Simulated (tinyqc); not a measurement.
# Two-junction solar cell, detailed-balance limit: effect of the external radiative efficiency

The top cell takes all photons above E1, the bottom cell those between E2 and E1. Each cell follows J = Jsc - J0 (exp(V/Vt) - 1) with J0 = q ge Phi(gap, T)/ERE; light emitted by one cell and absorbed by the other is left out. In series both carry one current; wired apart (four terminals) each works at its own maximum power point. Efficiencies are counted against Pin = fs X sigma Ts^4.

Photon flux above E from a black body at temperature T into a hemisphere: Phi(E, T) = A sum_k exp(-k E/th)[E^2 th/k + 2 E th^2/k^2 + 2 th^3/k^3], k = 1, 2, ..., with th = kB T/q in eV and A = 2 pi q^3/(h^3 c^2). J1 = q fs X Phi(E1, Ts), J2 = q fs X [Phi(E2, Ts) - Phi(E1, Ts)], J01 and J02 as above; sigma = 2 pi^5 kB^4/(15 h^3 c^2). In series V(J) = Vt [ln((J1 - J)/J01 + 1) + ln((J2 - J)/J02 + 1)], and J V(J) is largest where V = J Vt [1/(J1 - J + J01) + 1/(J2 - J + J02)]. Apart, each cell has (1 + v) exp(v) = 1 + Jsc/J0 at its maximum power point, v = Vmp/Vt.

Parameters, values chosen for the exercise:
- T = 298 K (cell temperature)
- Ts = 5760 K (temperature of the black-body sun)
- fs = 2.16e-5 (share of the hemisphere filled by the sun)
- X = 1 (concentration)
- ge = 1 (number of faces that emit)
- E2 = 0.87 eV (gap of the bottom cell)
- E1 = 1.72 eV (gap of the top cell)

Constants: q = 1.602176634e-19 C, kB = 1.380649e-23 J/K, h = 6.62607015e-34 J s, c = 299792458 m/s, Vt = kB T/q. Results are converted to the units shown.

The same in every row: J1 (mA/cm^2) = 27.71; J2 (mA/cm^2) = 38.17.

Effect of the external radiative efficiency:
```
ERE     series efficiency (%)  four-terminal efficiency (%)
1e-5                    27.37                         28.35
0.0001                  29.76                         31.09
0.001                   32.15                         33.84
0.01                    34.54                         36.60
0.1                     36.94                         39.38
1                       39.33                         42.17
```

As ERE goes from 1e-5 to 1, the series efficiency rises from 27.4 to 39.3 %, and the four-terminal one rises from 28.4 to 42.2 %. Among the rows the two lie closest, 0.98 points apart, at ERE = 1e-5, where J1/J2 = 0.726; the spread over the rows is 12.0 points in series and 13.8 apart.

tinyqc, about 0.01 s, one thread, Intel Xeon 2.30GHz (shared host): `OMP_NUM_THREADS=1 python tinyqc.py 2820118 2820119 out.jsonl`
